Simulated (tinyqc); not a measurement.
From one set of inputs to another, one input at a time: strain, valley repopulation and piezoresistance in a many-valley conduction band. Computed by tinyqc, a small Python program. Command: `OMP_NUM_THREADS=1 python tinyqc.py 3013163 3013164 out.jsonl valleys ladder`. One thread of a shared host (Intel(R) Xeon(R) Processor @ 2.30GHz), about 0.08 s of CPU time with the checks.

Valleys are ellipsoids with mass m_l along the axis a and m_t across it, parabolic, with one constant relaxation time; strain shifts the valleys and leaves the masses alone. Currents are taken along [110], along the load, and along [001], across the load.

The inputs printed are set A. Inputs not listed in the table keep their values of set A, so the rows need not describe a real material.

Inputs (values chosen for the exercise, modelled on silicon):

| quantity | value | unit |
|---|---|---|
| longitudinal mass m_l | 0.903 | m_0 |
| transverse mass m_t | 0.193 | m_0 |
| shear deformation potential Xi_u | 9.36 | eV |
| dilation deformation potential Xi_d | 1.1 | eV |
| C11 | 166 | GPa |
| C12 | 64.5 | GPa |
| C44 | 80.3 | GPa |
| stress X (tension positive) | 31 | MPa |
| electron density n | 4.2e+19 | 1/cm^3 |
| relaxation time tau | 65 | fs |
| temperature T | 300 | K |

Valley axes: <100> (6 valleys in 3 pairs). Load: uniaxial [110].

Constants: k_B = 8.617333262e-05 eV/K; m_0 = 9.1093837015e-31 kg; k_B = 1.380649e-23 J/K; hbar = 1.054571817e-34 J s; e = 1.602176634e-19 C.

Method:
- Compliances S11 = (C11 + C12)/((C11 - C12)(C11 + 2 C12)), S12 = -C12/((C11 - C12)(C11 + 2 C12)), S44 = 1/C44; stress sigma_ij = X n_i n_j for the unit vector n of the load; e_xx = S11 sigma_xx + S12 (sigma_yy + sigma_zz), e_xy = S44 sigma_xy/2 (tensor strain).
- Herring-Vogt shift of a valley with unit axis a: dE = Xi_d tr(e) + Xi_u a.e.a.
- Each of the 6 valleys holds n_v = N_v (2/sqrt(pi)) F_1/2((E_F - dE_v)/(k_B T)), N_v = 2 (m_d k_B T/(2 pi hbar^2))^(3/2), m_d = (m_l m_t^2)^(1/3); E_F solves sum n_v = n and is counted from the unstrained edge.
- F_j(eta) = int_0^infinity x^j/(1 + exp(x - eta)) dx, without a gamma-function factor. It is evaluated after integrating by parts.
- Integrals over x = E/(k_B T) use 160 Gauss-Legendre points in u = sqrt(x) from 0 to sqrt(max(eta, 0) + 32).
- Mobility tensor mu = e tau sum_v (n_v/n) [1/m_t + (1/m_l - 1/m_t) a a^T]; unstrained mu_0 = e tau (1/m_l + 2/m_t)/3; resistivity along d from the inverse tensor, rho_d = d.mu^-1.d/(n e), mobility along d = 1/(d.mu^-1.d); gauge pi_d = (rho_d/rho_0 - 1)/X.
- With eta_0 the reduced Fermi level without strain, r = F_-1/2(eta_0)/(2 F_1/2(eta_0)) (1 for a classical gas) and c = r (Xi_u/k_B T) (m_l - m_t)/(2 m_l + m_t): pi11 = -(2/3) c (S11 - S12), pi12 = -pi11/2, pi44 = 0, with S11 - S12 = 1/(C11 - C12).

Each row keeps all changes above it:

| input moved | from | to | mobility along the first direction (cm^2/(V s)) | mobility along the second direction (cm^2/(V s)) | degeneracy factor r |
|---|---|---|---|---|---|
| set A | - | - | 438.99 | 433.31 | 0.65949 |
| dilation deformation potential Xi_d (eV) | 1.1 | 1.4 | 438.99 | 433.31 | 0.65949 |
| C44 (GPa) | 80.3 | 78.1 | 438.99 | 433.31 | 0.65949 |
| shear deformation potential Xi_u (eV) | 9.36 | 10 | 439.13 | 433.05 | 0.65949 |
| temperature T (K) | 300 | 500 | 438.58 | 434.14 | 0.80313 |
| longitudinal mass m_l (m_0) | 0.903 | 1.19 | 428.54 | 423.69 | 0.82368 |
| transverse mass m_t (m_0) | 0.193 | 0.225 | 372.14 | 368.01 | 0.84456 |
| stress X (tension positive) (MPa) | 31 | 520 | 395.03 | 322.22 | 0.84456 |

Which inputs carry the difference?

Mobility along the first direction goes from 439 to 395, a factor 0.900 in all. The largest single move comes from transverse mass m_t (a factor 0.868), and stress X (tension positive) works against it (a factor 1.06). Mobility along the second direction goes from 433 to 322, a factor 0.744 in all. The largest single move comes from transverse mass m_t (a factor 0.869). Degeneracy factor r goes from 0.659 to 0.845, a factor 1.28 in all. The largest single move comes from temperature T (a factor 1.22). The single moves hold for this order of the switches; the total does not depend on the order.

Caution (rows stress X (tension positive)): shear strain also changes the transverse masses of <100> valleys, which this model leaves out.

Extremes, crossings and ranges named in words are read from the listed rows.
